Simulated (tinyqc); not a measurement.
Fermi level and growth conditions: formation energy of a charged point defect from supercell energies. Computed by tinyqc, a small Python program. Command: `OMP_NUM_THREADS=1 python tinyqc.py 3012440 3012441 out.jsonl formation walk`. One thread of a shared host (Intel(R) Xeon(R) Processor @ 2.30GHz), about 0.01 s of CPU time with the checks.

The host is a compound AB. Making the defect adds n_A = 1, n_B = -1 atoms to the cell. All total energies are inputs. E_F is counted from the valence-band maximum (VBM); x = 0 is A-rich and x = 1 B-rich growth.

Inputs (values chosen for the exercise, for a model compound AB): gap E_g = 2.08 eV; E_VBM of the host cell = 4.024 eV; potential alignment dV = -0.089 eV; dielectric constant eps = 9.6; cell length L = 20.9 angstrom; mu_A of the pure element = -2.282 eV; mu_B of the pure element = -6.712 eV; formation enthalpy dH of AB = -0.805 eV; growth condition x = 0.82.

Defect: A on a B site. Supercell lattice: fcc.

charge states q: [0, -1, -2, -3]

E(defect, q) - E(host), in the order of q (eV): [6.751, 11.301, 15.695, 19.939]

Constants: e^2/(4 pi eps_0) = 14.39964548 eV angstrom.

Method:
- dmu_A = x dH and dmu_B = (1 - x) dH, so that dmu_A + dmu_B = dH; mu = mu(element) + dmu.
- The reservoir term is sum n_i mu_i.
- Image-charge correction of a point charge in a neutralising background: E_corr = q^2 alpha e^2/(4 pi eps_0) / (2 eps L), alpha = 2.888282 for a fcc array with L the cube root of the volume.
- E_f(q, E_F) = [E(defect, q) - E(host)] - sum n_i mu_i + q (E_VBM + dV + E_F) + E_corr(q).
- Each entry is the lowest E_f over q.

E_f(q, 0) (eV): (q=0) 2.83620, (q=-1) 3.55484, (q=-2) 4.32478, (q=-3) 5.15200

sum n_i mu_i = 3.9148 eV

Lowest formation energy (eV):
```
E_F (eV)  stable q  A-rich, x = 0  x = 0.5  B-rich, x = 1
0.00             0         1.5160   2.3210         3.1260
0.26             0         1.5160   2.3210         3.1260
0.52             0         1.5160   2.3210         3.1260
0.78            -2         1.4446   2.2496         3.0546
1.04            -3         0.7118   1.5168         2.3218
1.30            -3        -0.0682   0.7368         1.5418
1.56            -3        -0.8482  -0.0432         0.7618
1.82            -3        -1.6282  -0.8232        -0.0182
2.08            -3        -2.4082  -1.6032        -0.7982
```

Going from A-rich to B-rich growth shifts every line by +1.610 eV and moves no transition level. The slope of the envelope is the stable charge, so E_f is highest in the rows from E_F = 0 to 0.520 eV, where the neutral state is stable: the defect forms most easily in n-type material. Under A-rich growth E_f turns negative for part of the gap, so in equilibrium E_F cannot enter that part. Under B-rich growth E_f turns negative for part of the gap, so in equilibrium E_F cannot enter that part. Caution: the largest image-charge correction in these energies, q^2 alpha e^2/(8 pi eps_0 eps L) with alpha = 2.888282, exceeds a quarter of the gap; the point-charge term alone is then a rough estimate, usually too large for a charge that is spread out.

Extremes, crossings and ranges named in words are read from the listed rows.
